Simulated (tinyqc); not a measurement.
# Ellipsometry and reflectance of a transparent film on an absorbing substrate: effects of single changes

Air (index 1), film, substrate with N2 = n2 - i k2; time factor exp(+i w t). q_j = sqrt(N_j^2 - sin^2 th), root with positive real part. Fresnel coefficients r_s = (q_a - q_b)/(q_a + q_b), r_p = (N_b^2 q_a - N_a^2 q_b)/(N_b^2 q_a + N_a^2 q_b). tan(Psi) exp(i Delta) = R_p/R_s, Delta taken from 0 to 360 degrees.

Inputs (values chosen for the exercise); indices close to those of titanium dioxide on silicon:
- lam = 546.1 nm (wavelength)
- th = 65 degrees (angle of incidence)
- n1 = 2.396 (index of the transparent film)
- d = 57 nm (film thickness)
- n2 = 4.086 (index of the substrate)
- k2 = 0.031 (extinction coefficient of the substrate)

Each table varies one quantity; the others keep the values above.

## Psi and Delta against the film thickness

beta = 2 pi d q1/lam, X = exp(-2 i beta), R = (r01 + r12 X)/(1 + r01 r12 X) for p and s. The last column is the derivative of Delta.

Psi and Delta against the film thickness:
```
d (nm),Psi (degrees),Delta (degrees),|R_p|^2,|R_s|^2,dDelta/dd (degrees/nm)
0,18.998,179.41,0.077426,0.65320,-2.0385
13,18.804,152.62,0.073176,0.63114,-2.1053
27,18.421,121.60,0.061407,0.55357,-2.3720
40,18.687,87.234,0.048475,0.42373,-3.0097
53,20.604,39.857,0.039307,0.27810,-4.4053
67,21.064,331.81,0.038364,0.25862,-4.7090
80,18.936,280.68,0.046217,0.39268,-3.2195
93,18.397,244.52,0.058845,0.53197,-2.4565
107,18.736,212.75,0.071477,0.62131,-2.1354
120,18.989,185.75,0.077229,0.65221,-2.0414
```

What does the comparison show?

Psi moves up and down between 18.4 and 21.1 degrees. The period is 123.1 nm, after which Psi and Delta return to the values of the bare substrate, so one angle and wavelength fix d only up to a multiple of it. The size of the slope of Delta runs from 2.04 to 4.71 degrees/nm among the rows; Delta is counted modulo 360 degrees, and sharper features can lie between the rows.

## Effect of the angle of incidence

Same model as above.

dDelta/dd is the derivative of Delta; period lam/(2 q1).

Results:
```
th (degrees),Psi (degrees),Delta (degrees),|R_p|^2,|R_s|^2,dDelta/dd (degrees/nm),period (nm)
50,6.513,92.66,0.001500,0.1151,-6.975,120.3
55,10.03,47.20,0.004632,0.1480,-11.54,121.3
60,15.63,29.89,0.01502,0.1920,-7.410,122.2
65,21.26,21.31,0.03797,0.2508,-4.846,123.1
70,26.58,15.63,0.08236,0.3291,-3.259,123.9
80,36.19,7.229,0.3063,0.5720,-1.331,125.0
85,40.65,3.562,0.5574,0.7561,-0.6352,125.3
```

Estimate the missing row, th = 75 degrees.

Computed row:
```
th (degrees),Psi (degrees),Delta (degrees),|R_p|^2,|R_s|^2,dDelta/dd (degrees/nm),period (nm)
75,31.53,11.16,0.1632,0.4334,-2.164,124.5
```

With this row back in the table: Psi rises from 6.51 to 40.6 degrees and |R_p|^2 rises from 0.00150 to 0.557. The slope of Delta is largest in size, 11.5 degrees/nm, at th = 55 among the rows. The bare substrate has its smallest |R_p| near arctan(n2) = 76.2 degrees.

Program tinyqc, `OMP_NUM_THREADS=1 python tinyqc.py 2870105 2870106 out.jsonl`; Intel Xeon 2.30GHz, shared host, one thread, about 0.01 s.
